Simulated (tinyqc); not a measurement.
Keating valence-force model of a tetrahedral crystal: one step, computed by the program tinyqc.

Atom A sits at 0 and atom B at a/4 (1,1,1) of an fcc lattice; the four bonds from A are t = a/4 (1,1,1), a/4 (1,-1,-1), a/4 (-1,1,-1), a/4 (-1,-1,1), of length d = sqrt(3) a/4. Energy: E = (3 alpha/(8 d^2)) sum over bonds (r.r - d^2)^2 + (3 beta/(8 d^2)) sum over pairs of bonds at one atom (r_i.r_j + d^2/3)^2, with beta_A for the six pairs at A and beta_B for the six at B. The cell holds two atoms, Omega = a^3/4. 1 N/m = 1 J/m^2.

Question. Dynamical matrix at q. With displacements u exp(i q.r), each bracket changes by g.u, where g = (g_A, g_B): bond t, g = (-2 t, 2 t exp(i q.t)); pair (i, j) at A, g = (-(t_i + t_j), t_i exp(i q.t_j) + t_j exp(i q.t_i)); pair at B, g = (-t_i exp(-i q.t_j) - t_j exp(-i q.t_i), t_i + t_j). Then D_mn = sum over the 4 bonds and 12 pairs of (4 k/a^2) conj(g_m) g_n / sqrt(M_m M_n), with k = alpha or beta converted to eV/angstrom^2. Only the short-range forces enter; the Coulomb field of the charges is left out.

Inputs (values chosen for the exercise, for a model crystal):
```
quantity               value  unit
mass M_A                  58     u
mass M_B                41.4     u
bond stretching alpha   50.7   N/m
bond bending beta_A     16.8   N/m
bond bending beta_B     16.8   N/m
```

Structure: zinc blende.

wave vector q (2 pi/a): 0.34  0.36  0.066

Constants: 1 eV/angstrom^2 = 16.02176634 J/m^2.

Give: D(q).

Answer.

D(q) (eV/(angstrom^2 u)):
```
                   A x                A y                A z                B x
A x            0.30393   0.01433-0.00021i   0.00326+0.00813i  -0.24859+0.00971i
A y   0.01433+0.00021i            0.30591   0.00337+0.00876i   0.04686-0.01299i
A z   0.00326-0.00813i   0.00337-0.00876i            0.29628   0.00768-0.07923i
B x  -0.24859-0.00971i   0.04686+0.01299i   0.00768+0.07923i            0.42580
B y   0.04686+0.01299i  -0.24859-0.00971i   0.00824+0.07383i   0.02008-0.00029i
B z   0.00768+0.07923i   0.00824+0.07383i  -0.24859-0.00971i   0.00457+0.01139i

                   B y                B z
A x   0.04686-0.01299i   0.00768-0.07923i
A y  -0.24859+0.00971i   0.00824-0.07383i
A z   0.00824-0.07383i  -0.24859+0.00971i
B x   0.02008+0.00029i   0.00457-0.01139i
B y            0.42857   0.00472-0.01227i
B z   0.00472+0.01227i            0.41508
```
